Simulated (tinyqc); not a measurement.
Gate work function from the charge.

Question. For an undoped double gate, Q = 8 eps0 eps_r Vt beta tan(beta)/ts with 0 < beta < pi/2, and at the source (Vg - dphi)/(2 Vt) - ln[(2/ts) sqrt(2 eps0 eps_r Vt/(q ni))] = ln(beta) - ln(cos beta) + 2 r beta tan(beta), r = eps_r tox/(eox ts). Find beta and dphi.

Inputs (values chosen for the exercise); material values close to those of germanium:
```
symbol  value  unit                                      meaning
T         300     K                                  temperature
eps_r    16.1         relative permittivity of the semiconductor
eox      23.9        relative permittivity of the gate insulator
tox       9.5    nm                          insulator thickness
ts          6    nm                               body thickness
Vg       0.11     V                                 gate voltage
```

Constants: q = 1.602176634e-19 C, kB = 1.380649e-23 J/K, Vt = kB T/q, eps0 = 8.8541878128e-14 F/cm where lengths are in cm. Results are converted to the units shown.

Qs = 109.34926 nC/cm^2
ni = 2.0998662e13 cm^-3

Answer. beta tan(beta) rises from 0 without bound on the interval, so the charge fixes beta; the second relation is then explicit in dphi.

beta = 0.455
dphi = -0.200 V

tinyqc, about 0.01 s, one thread, Intel Xeon 2.30GHz (shared host): `OMP_NUM_THREADS=1 python tinyqc.py 2440017 2440018 out.jsonl`
